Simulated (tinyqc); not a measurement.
# Programming of a floating-gate cell by Fowler-Nordheim tunnelling: two studies

Per tunnel area the floating gate has Ctun = 3.9 eps0/tox to the channel (0 V) and Ccg to the control gate, Ct = Ctun/(1 - ag), no other coupling. With the threshold shift U = -Q/Ccg the field is F = ag (Vg - U)/tox, and dU/dt = J/Ccg. Fowler-Nordheim: J = A F^2 exp(-B/F), A = q^2/(16 pi^2 hbar mo phi) (times 1e14 for A/cm^2 with F in V/nm, emitter mass m0), B = (4/3) sqrt(mo/C) phi^1.5, C = hbar^2/(2 m0).

Values chosen for this exercise; oxide values close to those of silicon dioxide: tunnel barrier phi = 3 eV; tunnelling mass mo = 0.47 m0; tunnel oxide thickness tox = 6.9 nm; coupling ratio Ccg/Ct ag = 0.68; threshold shift at the start Vt0 = -2.5 V; control-gate voltage Vg = 10.6 V.

Constants: q = 1.602176634e-19 C, hbar = 1.054571817e-34 J s, m0 = 9.1093837015e-31 kg, eps0 = 8.8541878128e-14 F/cm where lengths are in cm, hbar^2/(2 m0) = 0.0380998212 eV nm^2. Results are converted to the units shown.

Each table varies one quantity; the others keep the values above.

## Effect of the coupling ratio

After 2e-5 s. Exact: exp(B/F(t)) = exp(B/F(0)) + K t, K = A B ag/(Ccg tox), and U = Vg - tox F/ag.

Result of one run:
```
ag,F(0) (V/nm),F (V/nm),J (A/cm^2),U (V)
0.42,0.7974,0.7974,3.878e-6,-2.500
```

What becomes of these results when the coupling ratio Ccg/Ct ag is changed from 0.42 to 0.73, all else the same?

Result of the changed run:
```
ag,F(0) (V/nm),F (V/nm),J (A/cm^2),U (V)
0.73,1.386,1.098,0.03137,0.2203
```

The whole series:
```
ag,F(0) (V/nm),F (V/nm),J (A/cm^2),U (V)
0.42,0.7974,0.7974,3.878e-6,-2.500
0.47,0.8923,0.8919,1.233e-4,-2.494
0.52,0.9872,0.9818,0.001816,-2.428
0.57,1.082,1.047,0.009620,-2.072
0.63,1.196,1.078,0.01989,-1.204
0.68,1.291,1.089,0.02549,-0.4480
0.73,1.386,1.098,0.03137,0.2203
0.78,1.481,1.109,0.03948,0.7923
```

The starting field rises from 0.797 to 1.48 V/nm and U rises from -2.50 to 0.792 V. Between the last two rows 0.01 of coupling is worth 114 mV. In 3 of the 8 rows the starting field exceeds 12 MV/cm, where the oxide would wear out or break down quickly.

## Effect of the gate voltage

Same model as above.

After 2e-5 s.

Results:
```
Vg (V),F (V/nm),J (A/cm^2),U (V)
7.6,0.9908,0.002315,-2.454
8.2,1.037,0.007614,-2.325
8.8,1.067,0.01552,-2.027
9.5,1.082,0.02211,-1.484
10.7,1.089,0.02560,-0.3500
11.3,1.090,0.02602,0.2427
12,1.090,0.02621,0.9393
12.6,1.090,0.02628,1.538
```

Estimate the missing row, Vg = 10.1 V.

Computed row:
```
Vg (V),F (V/nm),J (A/cm^2),U (V)
10.1,1.087,0.02459,-0.9317
```

With this row back in the table: U rises from -2.45 to 1.54 V, by 0.22 V a volt between the first two rows and 0.998 between the last two: once K t exceeds exp(B/F(0)) the final field, 1.09 V/nm, no longer depends on Vg. In 5 of the 9 rows the starting field exceeds 12 MV/cm, where the oxide would wear out or break down quickly.

Range of the model: Programming fields of 10 MV/cm and more wear the oxide; trapping and the channel potential are ignored.

Computed by the program tinyqc: `OMP_NUM_THREADS=1 python tinyqc.py 2130024 2130025 out.jsonl`, one thread of a shared Intel Xeon 2.30GHz, about 0.01 s for the whole run.
